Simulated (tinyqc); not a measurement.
From results back to parameters: Shockley state of an s-p chain by decimation. Five cases, with inputs chosen for the exercise.

Problem. For the s-p chain the s level is -d/2 - 2 ts cos k and the p level d/2 + 2 tp cos k at k = 0 and pi, and at k = pi/2 the bands lie sqrt(d^2 + 16 u^2) apart. The values below come from hidden parameters.

Case 1.

s level (eV): k = 0 -3.080, k = pi 0.400
p level (eV): k = 0 4.400, k = pi -1.720
splitting at pi/2 = 5.32376 eV

Case 2.

s level (eV): k = 0 -3.185, k = pi 1.215
p level (eV): k = 0 2.465, k = pi -0.495
splitting at pi/2 = 5.41133 eV

Case 3.

s level (eV): k = 0 -5.160, k = pi -1.360
p level (eV): k = 0 5.760, k = pi 0.760
splitting at pi/2 = 7.01929 eV

Case 4.

s level (eV): k = 0 -4.195, k = pi -1.235
p level (eV): k = 0 5.715, k = pi -0.285
splitting at pi/2 = 5.88925 eV

Case 5.

s level (eV): k = 0 -3.310, k = pi 1.370
p level (eV): k = 0 2.310, k = pi -0.370
splitting at pi/2 = 2.70148 eV

Find: d, ts, tp, |u|; order at k = pi.

Solution. Means give -d/2 and d/2, widths 4 ts and 4 tp; u follows from the splitting. The order is inverted where s lies above p at pi.

Case 1.

d, ts, tp, |u| (eV): 2.68  0.87  1.53  1.15

order at k = pi: inverted

Case 2.

d, ts, tp, |u| (eV): 1.97  1.10  0.74  1.26

order at k = pi: inverted

Case 3.

d, ts, tp, |u| (eV): 6.52  0.95  1.25  0.65

order at k = pi: normal

Case 4.

d, ts, tp, |u| (eV): 5.43  0.74  1.50  0.57

order at k = pi: normal

Case 5.

d, ts, tp, |u| (eV): 1.94  1.17  0.67  0.47

order at k = pi: inverted

Computed by tinyqc, one run a case: `OMP_NUM_THREADS=1 python tinyqc.py N N+1 out.jsonl` with N = 1451928, 1451993, 1452183, 1452296, 1452469; one thread of a shared Intel(R) Xeon(R) Processor @ 2.30GHz, about 0.4 s a run at most.
